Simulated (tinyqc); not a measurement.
Space-charge-limited current through a thin insulating or semi-insulating film with traps: one step, computed by the program tinyqc. Command: `OMP_NUM_THREADS=1 python tinyqc.py 3008163 3008164 out.jsonl sclc walk`. One thread of a shared host (Intel(R) Xeon(R) Processor @ 2.30GHz), about 0.01 s of CPU time with the checks.

One ohmic injecting contact at x = 0 (field zero), drift only, non-degenerate free carriers.

Problem. One point of the curve. Free density n_0 = N_c exp(-E_0/k_B T) in equilibrium; trapped density n_t(n) = N_t/(1 + n_1/n), n_1 = N_c exp(-E_t/k_B T). J = e mu n F and (eps eps_0/e) dF/dx = n - n_0 + n_t(n) - n_t(n_0) = rho(n). With F = J/(e mu n): d = (eps eps_0 J/(e^2 mu)) I_1 and V = (eps eps_0 J^2/(e^3 mu^2)) I_2, I_k = int_(n_L)^infinity dn/(n^(k+1) rho(n)), n_L the density at the anode; with u = n_L/n, 200 Gauss-Legendre points in t, u = 1 - (1 - t)^2. Anode field J/(e mu n_L); Mott-Gurney current (9/8) eps eps_0 mu V^2/d^3; ohmic current e n_0 mu V/d.

Inputs (values chosen for the exercise, modelled on an amorphous oxide semiconductor):

| quantity | value | unit |
|---|---|---|
| permittivity eps | 10 | - |
| band mobility mu | 13 | cm^2/(V s) |
| effective density of states N_c | 4.6e+18 | 1/cm^3 |
| trap density N_t | 1.2e+17 | 1/cm^3 |
| equilibrium Fermi level below the band edge, E_0 | 0.68 | eV |
| thickness d | 280 | nm |
| free density at the anode, in units of N_c | 0.00017 | - |
| temperature T | 250 | K |
| trap level E_t below the band edge | 0.43 | eV |

Traps: single level.

Constants: k_B = 8.617333262e-05 eV/K; eps_0 = 8.8541878128e-12 F/m; e = 1.602176634e-19 C.

Give: I_1; I_2; current density J; voltage V; anode field over mean field V/d; trap-free Mott-Gurney current; ohmic current.

Solution.

I_1 = 1.031e-32 cm^6

I_2 = 6.728e-48 cm^9

current density J = 1024 A/cm^2

voltage V = 8.985 V

anode field over mean field V/d = 1.959

trap-free Mott-Gurney current = 47622 A/cm^2

ohmic current = 6.020e-08 A/cm^2
